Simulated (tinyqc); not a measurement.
Inside a calculation. Method: RKS/LDA (PW92) in the 3-21g basis, for H2, spin multiplicity 1. One step of it, computed by the program tinyqc.

Question. Iteration 1: diagonalisation and new density. Diagonalise F' = X^T F X, C = X C', fill 1 alpha and 1 beta electrons from the bottom; D = 2 C_occ C_occ^T. Each column has its largest component positive (the first on a tie).

Kohn-Sham matrix F (hartree), lower triangle:
```
           1H 1s      1H 2s      2H 1s      2H 2s
1H 1s   0.129821
1H 2s  -0.309732  -0.198767
2H 1s  -0.106696  -0.177243   0.129821
2H 2s  -0.177243  -0.186180  -0.309732  -0.198767
```

X:
```
               1          2          3         4
1H 1s  -0.733892   0.909643   0.570891  0.286632
1H 2s   1.310318  -0.691143   0.319749  0.377249
2H 1s   0.733892   0.909643  -0.570891  0.286632
2H 2s  -1.310318  -0.691143  -0.319749  0.377249
```

Give: F' = X^T F X; orbital energies; coefficients C; D after iteration 1.

Answer.

F' = X^T F X (hartree), lower triangle:
```
         1       2       3        4
1   0.7212
2   0.0000  0.8951
3  -0.3448  0.0000  0.0549
4   0.0000  0.0715  0.0000  -0.3164
```

orbital energies (hartree): MO1 -0.3206, MO2 -0.0914, MO3 0.8675, MO4 0.8993

coefficients C:
```
          MO1      MO2      MO3      MO4
1H 1s  0.2327   0.2389  -0.8986   0.9249
1H 2s  0.4172   0.8061   1.0813  -0.6678
2H 1s  0.2327  -0.2389   0.8986   0.9249
2H 2s  0.4172  -0.8061  -1.0813  -0.6678
```

D after iteration 1, lower triangle:
```
        1H 1s   1H 2s   2H 1s   2H 2s
1H 1s  0.1083
1H 2s  0.1942  0.3481
2H 1s  0.1083  0.1942  0.1083
2H 2s  0.1942  0.3481  0.1942  0.3481
```
